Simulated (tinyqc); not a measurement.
From results back to parameters: deformation-potential model of the Delta valleys of a conduction band. Three cases, with inputs chosen for the exercise.

Problem. A uniaxial tension X1 along [100] acts on valleys along x, y, z, with shifts dE = Xd tr(e) + Xu a.e.a and Boltzmann shares. The ratio of the share of the y valleys to that of the x valleys is given.

s11 = (C11 + C12)/((C11 - C12)(C11 + 2 C12)), s12 = -C12/((C11 - C12)(C11 + 2 C12)), s44 = 1/C44; exx = s11 sxx + s12 (syy + szz) and cyclic, exy = s44 sxy/2; tension is positive. A uniaxial stress X along the unit vector n is s_ij = X n_i n_j.

Constants: kB = 8.617333262e-05 eV/K.

Find: splitting dE_x - dE_y; Xu.

Method. The splitting is kT ln(n_y/n_x), and it equals Xu (exx - eyy) = Xu (s11 - s12) X1; Xd drops out.

Case 1.

Values chosen (near those of Si; shifted at random, so the results belong to these values and not to a real crystal): C11 = 165.3 GPa; C12 = 64.4 GPa; C44 = 79.4 GPa; X1 = 0.5 GPa (size of the stress); T = 300 K (temperature).

n_y/n_x = 6.456454

Solution.

splitting dE_x - dE_y = 48.22 meV
Xu = 9.73 eV

Case 2.

Values chosen (near those of Si; shifted at random, so the results belong to these values and not to a real crystal): C11 = 167.4 GPa; C12 = 65.4 GPa; C44 = 79.1 GPa; X1 = 1.4 GPa (size of the stress); T = 300 K (temperature).

n_y/n_x = 172.4279

Solution.

splitting dE_x - dE_y = 133.14 meV
Xu = 9.70 eV

Case 3.

Values chosen (near those of Si; shifted at random, so the results belong to these values and not to a real crystal): C11 = 174.6 GPa; C12 = 65.2 GPa; C44 = 82.3 GPa; X1 = 0.7 GPa (size of the stress); T = 150 K (temperature).

n_y/n_x = 89.98723

Solution.

splitting dE_x - dE_y = 58.16 meV
Xu = 9.09 eV

Computed by tinyqc, one run a case: `OMP_NUM_THREADS=1 python tinyqc.py N N+1 out.jsonl` with N = 1050468, 1050508, 1050668; one thread of a shared Intel(R) Xeon(R) Processor @ 2.30GHz, about 0.02 s a run at most.
